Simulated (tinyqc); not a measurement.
Mobility, diffusion coefficient and lifetime from two collectors.

Question. For an injected sheet in a field F the peak time tp at distance L obeys u^2 tp^2 + 2 D tp = L^2 with u^2 = v^2 + 4 D/tau, and the pulse area goes as exp(L (v - u)/(2 D)); v = mu F. Find u, D, mu and tau without using the Einstein relation.

Inputs (values chosen for the exercise): sweep field along the drift F = 7 V/cm.

distances (um): 630  1100
peak times (us): 1.00530393  1.79659686
ratio of the areas, far over near = 0.616996086

Answer. The two peak times give two linear equations for u^2 and D; the area ratio gives v - u, and u^2 - v^2 = 4 D/tau gives tau.

u = 5.93e4 cm/s
D = 204 cm^2/s
mu = 7.88e3 cm^2/(V s)
tau = 1.70e-6 s

tinyqc, about 0.01 s, one thread, Intel Xeon 2.30GHz (shared host): `OMP_NUM_THREADS=1 python tinyqc.py 2310104 2310105 out.jsonl`
